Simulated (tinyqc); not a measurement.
Pariser-Parr-Pople SCF with singles CI, for the molecule c1ccc2ccccc2c1 (SMILES; centres numbered as the heavy atoms are written), step by step. One step of it, computed by the program tinyqc.

Question. Iteration 1: orbitals and new P. Diagonalise F (the basis is taken as orthonormal) and form P = 2 sum c c over the lowest orbitals; 0.5 of the old P is kept.

F (eV):
```
            1C         2C         3C         4C         5C         6C         7C         8C
1C   -5.101410  -3.902317  -0.790152   0.354406  -0.216857  -0.151618  -0.002347   0.259735
2C   -3.902317  -5.101410  -4.928500   0.084420   0.259735  -0.002347  -0.151618  -0.216857
3C   -0.790152  -4.928500  -3.583583  -3.878920   0.936146   0.259735  -0.216857  -0.516004
4C    0.354406   0.084420  -3.878920  -2.636922  -3.878920   0.084420   0.354406   0.548307
5C   -0.216857   0.259735   0.936146  -3.878920  -3.583583  -4.928500  -0.790152   0.022210
6C   -0.151618  -0.002347   0.259735   0.084420  -4.928500  -5.101410  -3.902317  -0.790152
7C   -0.002347  -0.151618  -0.216857   0.354406  -0.790152  -3.902317  -5.101410  -4.928500
8C    0.259735  -0.216857  -0.516004   0.548307   0.022210  -0.790152  -4.928500  -3.583583
9C    0.084420   0.354406   0.548307  -3.214171   0.548307   0.354406   0.084420  -3.878920
10C  -4.928500  -0.790152   0.022210   0.548307  -0.516004  -0.216857   0.259735   0.936146

            9C        10C
1C    0.084420  -4.928500
2C    0.354406  -0.790152
3C    0.548307   0.022210
4C   -3.214171   0.548307
5C    0.548307  -0.516004
6C    0.354406  -0.216857
7C    0.084420   0.259735
8C   -3.878920   0.936146
9C   -2.636922  -3.878920
10C  -3.878920  -3.583583
```

pi electrons, sum of z_r less the charge = 10

P at the start:
```
            1C         2C         3C         4C         5C         6C         7C         8C
1C    0.527676   0.400409   0.301656  -0.151835   0.132361   0.109740   0.001637  -0.141531
2C    0.400409   0.527676   0.672233  -0.032228  -0.141531   0.001637   0.109740   0.132361
3C    0.301656   0.672233   1.116701   0.394157  -0.357260  -0.141531   0.132361   0.281155
4C   -0.151835  -0.032228   0.394157   1.711247   0.394157  -0.032228  -0.151835  -0.209293
5C    0.132361  -0.141531  -0.357260   0.394157   1.116701   0.672233   0.301656  -0.009515
6C    0.109740   0.001637  -0.141531  -0.032228   0.672233   0.527676   0.400409   0.301656
7C    0.001637   0.109740   0.132361  -0.151835   0.301656   0.400409   0.527676   0.672233
8C   -0.141531   0.132361   0.281155  -0.209293  -0.009515   0.301656   0.672233   1.116701
9C   -0.032228  -0.151835  -0.209293   0.218212  -0.209293  -0.151835  -0.032228   0.394157
10C   0.672233   0.301656  -0.009515  -0.209293   0.281155   0.132361  -0.141531  -0.357260

            9C        10C
1C   -0.032228   0.672233
2C   -0.151835   0.301656
3C   -0.209293  -0.009515
4C    0.218212  -0.209293
5C   -0.209293   0.281155
6C   -0.151835   0.132361
7C   -0.032228  -0.141531
8C    0.394157  -0.357260
9C    1.711247   0.394157
10C   0.394157   1.116701
```

Give: orbital energies; P after iteration 1.

Answer.

orbital energies (eV): [-13.1810, -12.6703, -8.5250, -8.1769, -7.5567, -0.3300, -0.1610, 1.7706, 2.5876, 6.2288]

P after iteration 1:
```
          1C       2C       3C       4C       5C       6C       7C       8C
1C    0.7638   0.4657   0.1556  -0.2170   0.0726   0.1299  -0.0032  -0.1486
2C    0.4657   0.7638   0.7205  -0.0089  -0.1486  -0.0032   0.1299   0.0726
3C    0.1556   0.7205   1.0424   0.4681  -0.1905  -0.1486   0.0726   0.1911
4C   -0.2170  -0.0089   0.4681   1.3875   0.4681  -0.0089  -0.2170  -0.1155
5C    0.0726  -0.1486  -0.1905   0.4681   1.0424   0.7205   0.1556  -0.1447
6C    0.1299  -0.0032  -0.1486  -0.0089   0.7205   0.7638   0.4657   0.1556
7C   -0.0032   0.1299   0.0726  -0.2170   0.1556   0.4657   0.7638   0.7205
8C   -0.1486   0.0726   0.1911  -0.1155  -0.1447   0.1556   0.7205   1.0424
9C   -0.0089  -0.2170  -0.1155   0.3580  -0.1155  -0.2170  -0.0089   0.4681
10C   0.7205   0.1556  -0.1447  -0.1155   0.1911   0.0726  -0.1486  -0.1905

          9C      10C
1C   -0.0089   0.7205
2C   -0.2170   0.1556
3C   -0.1155  -0.1447
4C    0.3580  -0.1155
5C   -0.1155   0.1911
6C   -0.2170   0.0726
7C   -0.0089  -0.1486
8C    0.4681  -0.1905
9C    1.3875   0.4681
10C   0.4681   1.0424
```
